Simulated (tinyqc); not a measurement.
Field-effect mobility of a thin-film transistor with band-tail and deep states (multiple trapping): one step, computed by the program tinyqc.

A thick film in accumulation at small drain voltage. Only free electrons move; trapped ones still screen the gate. N_c and mu_0 are held fixed when T changes, leaving out the T^(3/2) growth of N_c. x = E_0 - psi is the distance of the Fermi level below the band edge.

Problem. Free and trapped densities. F_j(eta) = int_0^infinity x^j/(1 + exp(x - eta)) dx, without a gamma-function factor. Integrals over x = E/(k_B T) use 160 Gauss-Legendre points in u = sqrt(x) from 0 to sqrt(max(eta, 0) + 32). Free n(x) = N_c (2/sqrt(pi)) F_1/2(-x/k_B T), with F_1/2 from its two-term series in exp(-x/k_B T) for x >= 12 k_B T; tail n_t(x) = int_0^1.2eV g_t exp(-E/E_t)/(1 + exp((x - E)/k_B T)) dE, E counted down from the edge, 120 Gauss-Legendre points; deep charge g_d psi; space charge rho(psi) = n + n_t + g_d psi less its value at psi = 0.

Inputs (values chosen for the exercise, modelled on nanocrystalline ZnO): effective density of states N_c = 3.9e+18 1/cm^3; tail density at the edge g_t = 3.4e+20 1/(eV cm^3); tail width E_t = 69 meV; temperature T = 250 K.

Deep states: included.

Constants: k_B = 8.617333262e-05 eV/K.

Give: Local densities at x = 0.4, 0.3, 0.2, 0.15, 0.1, 0.05, 0 and -0.05 eV.

Solution.

Local densities at x = 0.4, 0.3, 0.2, 0.15, 0.1, 0.05, 0 and -0.05 eV:
```
x (eV)  n (1/cm^3)  n_t (1/cm^3)  n/(n + n_t)
0.40     3.368e+10     8.408e+16    4.006e-07
0.30     3.494e+12     3.582e+17    9.755e-06
0.20     3.624e+14     1.525e+18    2.376e-04
0.15     3.690e+15     3.139e+18    1.174e-03
0.10     3.747e+16     6.398e+18    5.822e-03
0.05     3.703e+17     1.241e+19    2.897e-02
0.00     2.984e+18     1.978e+19    1.311e-01
-0.05    1.293e+19     2.294e+19    3.604e-01
```

E_t/k_B T = 3.20: deep in the tail n_t follows exp(-x/E_t), more slowly than n, so the free share grows as the Fermi level rises.
